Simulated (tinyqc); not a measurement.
# Hot electrons in a saturated n-channel MOSFET, lucky-electron model: what changes with what

Beyond pinch-off the lateral field grows as Esat cosh(y/l) over the velocity-saturated region (pseudo-two-dimensional model). Impact ionisation in this region gives the substrate current, which biases the body forward through Rsub. Currents are per width. Local-field laws: they overstate ionisation when the field peak is narrower than an energy relaxation length.

Inputs (values chosen for the exercise); values close to those of silicon n-channel devices:
```
symbol  value        unit                                   meaning
L        0.25          um                            channel length
tox       5.9          nm                           oxide thickness
xj         88          nm                            junction depth
VT       0.71           V                                 threshold
mu        260  cm^2/(V s)                        effective mobility
vs      9.3e6        cm/s                       saturation velocity
Ai        2e6        1/cm                      ionisation prefactor
Bi       1.81       MV/cm                          ionisation field
Rd        700      ohm um     resistance of the lightly doped drain
Rsub     5400      ohm um                      substrate resistance
kb       0.41              fall of VT per volt of forward body bias
m         3.2                                     lifetime exponent
Hl      25000     s uA/um                         lifetime constant
Vd        2.4           V                             drain voltage
Vg        1.6           V                              gate voltage
```

Constants: eps0 = 8.8541878128e-14 F/cm where lengths are in cm. Results are converted to the units shown.

Each table varies one quantity; the others keep the values above.

## Effect of the oxide thickness

Cox = 3.9 eps0/tox, l = sqrt(3 tox xj), Esat = 2 vs/mu. Overdrive g = Vg - VT + kb Vb; Vdsat = g Esat L/(g + Esat L); Id = Cox vs (g - Vdsat); dV = Vd - Id Rd - Vdsat; Em = sqrt((dV/l)^2 + Esat^2); Isub = Id (Ai/Bi) l Em exp(-Bi/Em). Vb = Rsub Isub is solved self-consistently. Lifetime tau = (Hl/Id)(Isub/Id)^(-m); 1 year = 3.15576e7 s.

Effect of the oxide thickness:
```
tox (nm)	Id (uA/um)	Em (MV/cm)	Isub (uA/um)	Isub/Id	tau (years)
3.3	310.3	0.5368	18.65	0.06011	0.02063
4.1	243.0	0.4988	11.70	0.04816	0.05353
5	195.7	0.4629	7.287	0.03724	0.1514
6.2	155.8	0.4244	4.156	0.02667	0.5530
7.7	124.5	0.3873	2.245	0.01804	2.422
9.5	100.5	0.3536	1.176	0.01171	11.95
12	79.32	0.3190	0.5403	0.006811	85.73
```

As tox goes from 3.3 to 12 nm, Em falls from 0.537 to 0.319 MV/cm, Isub falls from 18.7 to 0.540 uA/um and tau rises from 0.0206 to 85.7 years. From the first row to the last, log10(tau) changes by 3.6: 3.0 from (Isub/Id)^(-m), which holds Em and l, and 0.59 from 1/Id.

## Effect of the gate voltage

Same model as above.

Results:
```
Vg (V)	Id (uA/um)	Em (MV/cm)	Isub (uA/um)	Isub/Id	tau (years)
0.86	6.444	0.5760	0.6991	0.1085	0.1501
1.25	70.10	0.4945	3.889	0.05548	0.1180
1.44	118.0	0.4601	4.632	0.03927	0.2119
1.63	173.3	0.4283	4.730	0.02729	0.4620
1.82	234.6	0.3985	4.343	0.01851	1.182
2.02	304.4	0.3689	3.621	0.01190	3.752
2.21	374.8	0.3420	2.813	0.007505	13.30
2.4	448.7	0.3163	2.023	0.004509	56.74
```

Estimate the missing row, Vg = 1.05 V.

Computed row:
```
Vg (V)	Id (uA/um)	Em (MV/cm)	Isub (uA/um)	Isub/Id	tau (years)
1.05	30.41	0.5342	2.393	0.07866	0.08898
```

With this row back in the table: As Vg goes from 0.86 to 2.4 V, Em falls from 0.576 to 0.316 MV/cm, Isub goes from 0.699 through a maximum of 4.73 (at Vg = 1.63 V among the rows listed) to 2.02 uA/um and tau goes from 0.150 through a minimum of 0.0890 (at Vg = 1.05 V among the rows listed) to 56.7 years. Id grows with Vg while the rising Vdsat lowers the field, hence the bell shape; the peak row has Vg/Vd = 0.68. At Vg = 0.86 V Isub/Id passes 0.1, where multiplication of the secondary carriers, left out here, counts.

## Effect of the junction depth

Same model as above.

Effect of the junction depth:
```
xj (nm)	Id (uA/um)	Em (MV/cm)	Isub (uA/um)	Isub/Id	tau (years)
35	175.80	0.67134	21.900	0.12457	0.0035358
48	170.32	0.57840	13.880	0.081494	0.014189
65	166.62	0.50068	8.4156	0.050508	0.067044
88	164.15	0.43318	4.7518	0.028948	0.40404
120	162.59	0.37351	2.4309	0.014951	3.3790
160	161.77	0.32577	1.1974	0.0074017	32.217
220	161.30	0.28048	0.49140	0.0030466	553.38
```

As xj goes from 35 to 220 nm, Em falls from 0.671 to 0.280 MV/cm, Isub falls from 21.9 to 0.491 uA/um and tau rises from 0.00354 to 553 years. From the first row to the last, log10(tau) changes by 5.2: 5.2 from (Isub/Id)^(-m), which holds Em and l, and 0.037 from 1/Id. At xj = 35 nm Isub/Id passes 0.1, where multiplication of the secondary carriers, left out here, counts.

Program tinyqc, `OMP_NUM_THREADS=1 python tinyqc.py 2550022 2550023 out.jsonl`; Intel Xeon 2.30GHz, shared host, one thread, about 0.01 s.
